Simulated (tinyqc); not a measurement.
Inside a calculation. Model: formation energy of a charged point defect from supercell energies. Computed by tinyqc, a small Python program that keeps every step. Command: `OMP_NUM_THREADS=1 python tinyqc.py 3020739 3020740 out.jsonl formation walk`. One thread of a shared host (Intel(R) Xeon(R) Processor @ 2.30GHz), about 0.01 s of CPU time with the checks. Intermediate numbers are printed to about 7 digits and carried at full precision; extremes and crossings named in words are read from the listed rows.

The host is a compound AB. Making the defect adds n_A = 1, n_B = -1 atoms to the cell. All total energies are inputs. E_F is counted from the valence-band maximum (VBM); x = 0 is A-rich and x = 1 B-rich growth.

Inputs (values chosen for the exercise, with gap and screening modelled on 4H-SiC):
```
quantity                       value      unit
gap E_g                         3.26        eV
E_VBM of the host cell         6.142        eV
potential alignment dV        -0.058        eV
dielectric constant eps          9.9         -
cell length L                   12.2  angstrom
mu_A of the pure element      -1.008        eV
mu_B of the pure element      -6.587        eV
formation enthalpy dH of AB    -1.09        eV
growth condition x               0.1         -
Fermi level E_F                 1.22        eV
temperature T                   1400         K
site density N_s             3.7e+22     cm^-3
```

Defect: A on a B site. Supercell lattice: bcc.

charge states q: 3  2  1  0

E(defect, q) - E(host), in the order of q (eV): -13.08  -5.782  1.605  10.06

Constants: e^2/(4 pi eps_0) = 14.39964548 eV angstrom; k_B = 8.617333262e-05 eV/K.

## Chemical potentials

dmu_A = x dH and dmu_B = (1 - x) dH, so that dmu_A + dmu_B = dH; mu = mu(element) + dmu. The reservoir term is sum n_i mu_i.

dmu_A = -0.109 eV

dmu_B = -0.981 eV

sum n_i mu_i = 6.451 eV

## Image-charge corrections

Image-charge correction of a point charge in a neutralising background: E_corr = q^2 alpha e^2/(4 pi eps_0) / (2 eps L), alpha = 2.888462 for a bcc array with L the cube root of the volume.

E_corr (eV): (q=+3) 1.549658, (q=+2) 0.688737, (q=+1) 0.172184, (q=0) 0.000000

Caution: the largest image-charge correction in these energies, q^2 alpha e^2/(8 pi eps_0 eps L) with alpha = 2.888462, exceeds a quarter of the gap; the point-charge term alone is then a rough estimate, usually too large for a charge that is spread out.

## Formation energies at E_F = 0

E_f(q, E_F) = [E(defect, q) - E(host)] - sum n_i mu_i + q (E_VBM + dV + E_F) + E_corr(q).

E_f(q, 0) (eV): (q=+3) 0.270658, (q=+2) 0.623737, (q=+1) 1.410184, (q=0) 3.609000

## Transition levels and the lower envelope

eps(q/q') = [E_f(q', 0) - E_f(q, 0)]/(q - q'). U of state q is eps(q/q-1) - eps(q+1/q). The stable state at each E_F is the lowest line E_f(q, 0) + q E_F.

One-electron levels above the VBM (eV):
```
level      energy  U of the state between this level and the next
(+3/+2)  0.353079                                        0.433369
(+2/+1)  0.786447                                        1.412369
(+1/0)   2.198816                                               -
```

Stable states:
```
q   from E_F (eV)  to E_F (eV)
+3       0.000000     0.353079
+2       0.353079     0.786447
+1       0.786447     2.198816
0        2.198816     3.260000
```

Stable in the gap, from the VBM up: +3, +2, +1, 0.

## The first and the last level

eps(q/q-1) = E_f(q - 1, 0) - E_f(q, 0).

level (+3/+2) = 0.3530787 eV

level (+1/0) = 2.198816 eV

## Concentrations at the given E_F and T

E_f(q, E_F) = E_f(q, 0) + q E_F. c_q = N_s exp(-E_f(q, E_F)/k_B T), with all degeneracy factors one and no vibrational entropy.

Charge states:
```
q   E_f (eV)   c_q (cm^-3)         share
+3  3.930658  2.620925e+08  2.025740e-05
+2  3.063737  3.461257e+11  2.675241e-02
+1  2.630184  1.258795e+13  9.729359e-01
0   3.609000  3.770279e+09  2.914088e-04
```

lowest formation energy = 2.630184 eV

total concentration = 1.293811e+13 cm^-3

mean charge = 1.026502 e

State +1 holds 97.3 % of the defects.

## Fermi level and growth conditions

Each entry is the lowest E_f over q.

Lowest formation energy (eV):
```
E_F (eV)  stable q  A-rich, x = 0   x = 0.5  B-rich, x = 1
0.000           +3       0.052658  1.142658       2.232658
0.408           +2       1.221737  2.311737       3.401737
0.815           +1       2.007184  3.097184       4.187184
1.222           +1       2.414184  3.504184       4.594184
1.630           +1       2.822184  3.912184       5.002184
2.037           +1       3.229184  4.319184       5.409184
2.445            0       3.391000  4.481000       5.571000
2.852            0       3.391000  4.481000       5.571000
3.260            0       3.391000  4.481000       5.571000
```

Going from A-rich to B-rich growth shifts every line by +2.180 eV and moves no transition level. The slope of the envelope is the stable charge, so E_f is highest in the rows from E_F = 2.44 to 3.26 eV, where the neutral state is stable: the defect forms most easily in p-type material.

## What the corrections do to the levels

Levels eps(q/q-1) with the terms q dV and E_corr left out or kept.

Levels above the VBM (eV):
```
level      raw  with alignment  with image charge  with both
(+3/+2)  1.156           1.214           0.295079   0.353079
(+2/+1)  1.245           1.303           0.728447   0.786447
(+1/0)   2.313           2.371           2.140816   2.198816
```

Alignment moves every level by -dV = +0.058 eV. The image term moves eps(q/q-1) by (1 - 2q) E_corr(1): (+3/+2) by -0.861, (+2/+1) by -0.517, (+1/0) by -0.172 eV, donor levels down and acceptor levels up. It adds 2 E_corr(1) = 0.344 eV to every U.

Checks made by the program: envelope against a direct minimum on a grid (relative difference below 1e-10).
